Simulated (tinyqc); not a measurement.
What each parameter does: strained quantum well: band edges, subbands and transparency.

Growth on (001), barriers unstrained: tr(e) = e (2 - nu2), Z = b e (1 + nu2); Ec = Ev + Eg + ac tr(e), E_HH = Ev + av tr(e) + Z, E_LH = Ev + av tr(e) - Z (coupling to the split-off band left out).

Masses along z: me, 1/(g1 - 2 g2) for HH, 1/(g1 + 2 g2) for LH, likewise in the barrier; in the plane me, 1/(g1 + g2) for HH and 1/(g1 - g2) for LH (no mixing, which understates the hole masses away from k = 0). Level n solves k L + 2 atan[(k/m)/(kappa/mb)] = n pi, k = sqrt(m E/c), kappa = sqrt(mb (V - E)/c), c = hbar^2/2m0.

Transparency (Bernard-Duraffourg): Fc - Fv equals the lowest transition energy with n = p, n = sum m/(2 pi c) kB T ln(1 + exp((Fc - E)/kB T)) and p likewise over the listed subbands; c = hbar^2/2m0, 1/angstrom^2 = 1e16/cm^2.

Constants: hbar^2/2m0 = 3.80998211 eV angstrom^2; kB = 8.617333262e-05 eV/K; hc = 1239.841984 eV nm.

Inputs chosen for the exercise (near those of an InGaAs/InP well; not measured data): e = -0.0051 (strain in the plane); nu2 = 1.01 (2 C12/C11); Eg = 0.641 eV (unstrained gap of the well); Ev = -0.581 eV (its valence edge); ac = -5.9 eV; av = 1.06 eV (Ev moves by av tr(e)); b = -1.88 eV (shear potential); Egb = 1.353 eV (gap of the barrier); Evb = -0.94 eV (its valence edge); L = 82 angstrom (well width); me = 0.0398 m0 (electron mass); g1 = 14.92 (gamma1); g2 = 5.99 (gamma2); meb = 0.08 m0; g1b = 5.08; g2b = 1.6; T = 350 K (temperature).

Edge wavelength, hh1 - lh1 and n_tr.

One parameter was then changed.

Results before and after:
```
case     wavelength (nm)  hh1 - lh1 (meV)  n_tr (1e12/cm^2)
base              1709.7             77.7             0.480
changed           1709.7             77.7             0.555
```

Which of these changes was made? (a) g1 = 15.82; (b) e = -0.0071; (c) ac = -5.31 eV; (d) me = 0.0438 m0; (e) b = -2.16 eV; (f) T = 390 K; (g) Eg = 0.621 eV; (h) L = 74 angstrom.

Answer: (f) T = 390 K. Of the candidates, run in turn, only this one gives the changed row.

All candidates:
```
case             wavelength (nm)  hh1 - lh1 (meV)  n_tr (1e12/cm^2)
base                      1709.7             77.7             0.480
L = 74 angstrom           1686.2             82.2             0.463
e = -0.0071               1696.8             92.2             0.469
Eg = 0.621 eV             1755.2             77.7             0.480
b = -2.16 eV              1716.4             83.3             0.475
ac = -5.31 eV             1716.3             77.7             0.480
me = 0.0438 m0            1714.2             77.7             0.508
g1 = 15.82                1704.0             75.8             0.459
T = 390 K                 1709.7             77.7             0.555
```

(tinyqc, `OMP_NUM_THREADS=1 python tinyqc.py 1250069 1250070 out.jsonl`, Intel(R) Xeon(R) Processor @ 2.30GHz, 1 thread, shared host, about 0.01 s.)
